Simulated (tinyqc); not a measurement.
Voltage acceleration of oxide breakdown, four models on the same data: two steps of the calculation.

Field E = V/tox in MV/cm. Models: ln(t63/1 s) = a - c X with X = E (E model), -1/E (1/E model), ln V (power law, c the exponent n) or sqrt(E).

Parameters, values chosen for the exercise: oxide thickness tox = 5.9 nm; use voltage Vu = 3.2 V; stress temperature Ts = 398 K; use temperature Tu = 328 K; activation energy Ea = 0.6 eV; factor for area and percentile ks = 2.9e-5.

Constants: q = 1.602176634e-19 C, kB = 1.380649e-23 J/K. Results are converted to the units shown.

Task 1. Fitting the models. The three stress times were made with the 1/E model, c = 323, and are treated as data. For each model fit ln t63 on X by least squares over the three points.

```
stress  V (V)  t63 (s)
0        5.36    60510
1        6.11      770
2        7.29    4.942
```

Find: c; a; largest misfit in ln t63 (0: below 0.002).

Result 1.

```
model       c       a  largest misfit in ln t63 (0: below 0.002)
E       2.846   36.58                                     0.4632
1/E     323.0  -24.54                                     0.0000
power   30.49   62.07                                     0.2355
sqrt E  18.66   67.04                                     0.3506
```

The worst misfit of any model is 0.46 in ln t63, a factor of 1.59 in time, comparable to the scatter of t63 from small samples, so such data hardly tell the models apart.

Task 2. Projection to use conditions. Project to Vu, multiply by exp[(Ea q/kB)(1/Tu - 1/Ts)] and by ks; ten years are 3.15576e8 s. The largest voltage for ten years solves the same relation for V.

```
model           c           a
E       2.8459355   36.581942
1/E     322.99939  -24.543448
power   30.493202   62.072343
sqrt E  18.657655   67.038549
```

Find: temperature factor; lifetime; largest voltage for ten years.

Result 2.

temperature factor = 41.826

```
model   lifetime (years)  largest voltage for ten years (V)
E               0.058680                             2.1348
1/E                61547                             3.7493
power             13.765                             3.2337
sqrt E           0.67362                             2.8150
```

The lifetimes span 6.02 decades, from the E model (most cautious) to the 1/E model; the allowed voltage spans 2.13 to 3.75 V. 2 of the four models pass ten years at Vu. Lifetimes beyond a thousand years are formal extrapolations.

Range of the model: All four laws are empirical fits; none is established far below the stress range.

Computed by the program tinyqc: `OMP_NUM_THREADS=1 python tinyqc.py 2070113 2070114 out.jsonl`, one thread of a shared Intel Xeon 2.30GHz, about 0.01 s for the whole run.
